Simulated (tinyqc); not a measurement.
What each parameter does: heterojunction of two tight-binding chains.

Left chain: hopping -t1, sites at 2 t1 (band bottom 0). Right chain: hopping -t2, sites at dE + 2 t2 (bottom dE). t = c/(m a^2), c = hbar^2/2m0. The bond across the interface is -tc with tc = f sqrt(t1 t2), and the last left site has the extra energy U. In a chain E = bottom + 2t (1 - cos(ka)); the surface Green function of a half chain is g = -exp(ika)/t, with Im k > 0 where cos(ka) > 1.

Constants: hbar^2/2m0 = 3.80998211 eV angstrom^2.

Parameters, chosen for this exercise (masses and offset of the size met at Si / SiGe; the results hold for these values, not for the real material): a = 3 angstrom (site spacing); m1 = 0.204 m0 (mass on the left); m2 = 0.19 m0 (mass on the right); dE = 0.15 eV (band offset); f = 1 (factor on the interface hopping); U = -1.19 eV (extra energy on the last left site); E = 0.29 eV (electron energy).

T = 4 Im(S1) Im(S2) |G|^2 with G = 1/(E - 2 t1 - U - S1 - S2), S1 = -t1 exp(i k1 a), S2 = -(tc^2/t2) exp(i k2 a).

One parameter was then changed.

Results before and after:
```
case          T    k1 a    k2 a
base     0.4846  0.3760  0.2513
changed  0.5920  0.3002  0.2009
```

Which of these changes was made? (a) m2 = 0.228 m0; (b) dE = 0.1 eV; (c) U = -0.99 eV; (d) f = 0.9; (e) a = 2.4 angstrom; (f) m1 = 0.2448 m0.

Answer: (e) a = 2.4 angstrom. Of the candidates, run in turn, only this one gives the changed row.

All candidates:
```
case                   T    k1 a    k2 a
base              0.4846  0.3760  0.2513
m1 = 0.2448 m0    0.4109  0.4124  0.2513
m2 = 0.228 m0     0.5153  0.3760  0.2755
dE = 0.1 eV       0.5363  0.3760  0.2931
f = 0.9           0.5842  0.3760  0.2513
U = -0.99 eV      0.5663  0.3760  0.2513
a = 2.4 angstrom  0.5920  0.3002  0.2009
```

Program tinyqc; command `OMP_NUM_THREADS=1 python tinyqc.py 1480748 1480749 out.jsonl`; about 0.01 s on one thread of a shared Intel(R) Xeon(R) Processor @ 2.30GHz.
